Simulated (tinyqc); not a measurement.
Hydrogen passivation and dissociation of interface defects with a spread of activation energies: one step, computed by the program tinyqc. Command: `OMP_NUM_THREADS=1 python tinyqc.py 3010271 3010272 out.jsonl passivation walk`. One thread of a shared host (Intel(R) Xeon(R) Processor @ 2.30GHz), about 0.01 s of CPU time with the checks.

Active defects P react as P + H2 -> HP + H and HP -> P + H; released atomic hydrogen is removed. All defects start active. Activation energies are normally distributed, independently for the two reactions.

Problem. A five-point average. a = k_f0 [H2] exp(-E_f/k_B T), b = k_d0 exp(-E_d/k_B T); the active share of one kind of site is b/(a + b) + (a/(a + b)) exp(-(a + b) t). Gauss-Hermite nodes for a unit normal variable, z = 0, +/-1.355626, +/-2.856970 with weights 0.533333, 0.222076, 0.011257; E_f + s_f z is varied at the mean E_d.

Inputs (values chosen for the exercise, for a model interface):

| quantity | value | unit |
|---|---|---|
| mean passivation energy E_f | 1.62 | eV |
| spread s_f | 0.087 | eV |
| prefactor k_f0 | 2.2e-08 | cm^3/s |
| mean dissociation energy E_d | 2.93 | eV |
| prefactor k_d0 | 4.7e+12 | 1/s |
| dissolved hydrogen [H2] | 2.7e+17 | cm^-3 |
| anneal temperature T | 710 | K |
| anneal time t | 450 | s |

Ambient: hydrogen.

Constants: k_B = 8.617333262e-05 eV/K.

Give: Nodes; active share, five points.

Solution.

Nodes:

| z | weight | energy (eV) | rate (1/s) | active share |
|---|---|---|---|---|
| -2.856970 | 0.011257 | 1.371 | 1.094e+00 | 6.843e-09 |
| -1.355626 | 0.222076 | 1.502 | 1.293e-01 | 5.786e-08 |
| 0.000000 | 0.533333 | 1.620 | 1.882e-02 | 2.105e-04 |
| 1.355626 | 0.222076 | 1.738 | 2.738e-03 | 2.917e-01 |
| 2.856970 | 0.011257 | 1.869 | 3.238e-04 | 8.644e-01 |

active share, five points = 0.07462

Caution: the spread exceeds 1.3 k_B T, so the integrand is step-like and five points are a rough average.
